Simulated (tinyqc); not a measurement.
Inside a calculation. Model: charge-trap memory cell.

Computed by the program tinyqc: `OMP_NUM_THREADS=1 python tinyqc.py 2130166 2130167 out.jsonl`, one thread of a shared Intel Xeon 2.30GHz, about 0.06 s for the whole run. Printed values are rounded.

Channel, tunnel oxide, storage layer, blocking layer, gate. N electrons per area sit in a sheet at the centroid and shift the threshold by U = (q/eps0) N (tb/eb + xc tn/en). EOT = t1 + 3.9 (tn/en + tb/eb); tunnel field F = (Vg - U)/EOT; dN/dt = eta (J/q)(1 - N/Nm). Fowler-Nordheim: J = A F^2 exp(-B/F), A = q^2/(16 pi^2 hbar mo phi) (times 1e14 for A/cm^2 with F in V/nm, emitter mass m0), B = (4/3) sqrt(mo/C) phi^1.5, C = hbar^2/(2 m0).

Parameters, values chosen for the exercise; oxide values close to those of silicon dioxide, storage layer close to silicon nitride, blocking layer close to silicon dioxide: tunnel barrier phi = 3.09 eV; tunnelling mass mo = 0.44 m0; tunnel oxide (permittivity 3.9) t1 = 5.5 nm; storage layer tn = 4.1 nm; its relative permittivity en = 7.5; blocking layer tb = 5.1 nm; its relative permittivity eb = 3.9; charge centroid, share of tn counted from the blocking side xc = 0.47; capture efficiency of an empty layer eta = 0.69; trap density Nm = 1.3e13 cm^-2; storage temperature T = 300 K; shallowest trap depth E1 = 1.06 eV; deepest trap depth E2 = 2.15 eV; attempt frequency nu = 1e13 1/s; gate voltage less flat band and surface potential Vg = 14.7 V; first time step d0 = 7.2e-7 s; growth of the step gr = 1.4; steps n = 11.

Constants: q = 1.602176634e-19 C, kB = 1.380649e-23 J/K, hbar = 1.054571817e-34 J s, m0 = 9.1093837015e-31 kg, Vt = kB T/q, eps0 = 8.8541878128e-14 F/cm where lengths are in cm, hbar^2/(2 m0) = 0.0380998212 eV nm^2. Results are converted to the units shown.

Range of the model: The Fowler-Nordheim form needs F t1 above phi; trap-assisted paths and leakage through the blocking layer are left out.

## Constants of the stack

EOT, the shift for 1e12 electrons per cm^2, the shift with all traps full, and the starting field, current and rate.

EOT = 12.7320 nm
shift for 1e12 cm^-2 = 0.283121 V
shift with all traps full = 3.68057 V
F(0) = 1.15457 V/nm
J(0) = 0.0834865 A/cm^2
dN/dt at the start = 3.59546e17 cm^-2 s^-1

## Midpoint steps of growing length

N(half) = N + (d/2) r(N), N(new) = N + d r(N(half)), r = dN/dt; the step starts at d0 and is multiplied by gr each time. Field in the blocking layer (3.9 F + q N/eps0)/eb.

```
step,t (s),N (cm^-2),U (V),F (V/nm),blocking field (V/nm)
0,0,0,0.00000,1.15457,1.15457
1,7.2e-7,2.41789e11,0.06846,1.14919,1.16041
2,1.728e-6,5.34716e11,0.15139,1.14268,1.16749
3,3.13920e-6,8.79040e11,0.24887,1.13502,1.17581
4,5.11488e-6,1.27161e12,0.36002,1.12629,1.18529
5,7.88083e-6,1.70633e12,0.48310,1.11663,1.19580
6,1.17532e-5,2.17518e12,0.61584,1.10620,1.20713
7,1.71744e-5,2.66947e12,0.75578,1.09521,1.21907
8,2.47642e-5,3.18083e12,0.90056,1.08384,1.23142
9,3.53899e-5,3.70187e12,1.04808,1.07225,1.24401
10,5.02658e-5,4.22645e12,1.19660,1.06059,1.25669
11,7.10922e-5,4.74973e12,1.34475,1.04895,1.26933
```

A converged integration gives U = 1.357 V at the last time; the steps are 0.90 % below that. The tunnel field falls by 9.15 % while the blocking field rises by 9.94 %.

## Retention after ten years

Retention: filled traps are spread evenly in depth from E1 to E2, and each empties at the rate nu exp(-E/kB T). The share left is the mean of exp(-nu t exp(-E/kB T)) = [kB T/(E2 - E1)] [E1x(nu t exp(-E2/kB T)) - E1x(nu t exp(-E1/kB T))], E1x the exponential integral; traps shallower than about Ed = kB T ln(nu t) are empty. t = 3.15576e8 s.

Ed = 1.27976 eV
share left = 0.784691
loss a decade while Ed lies between E1 and E2, kB T ln 10/(E2 - E1) = 0.0546114

The sharp-edge estimate (E2 - Ed)/(E2 - E1) is 0.798; the true edge lies 0.577 kB T deeper.
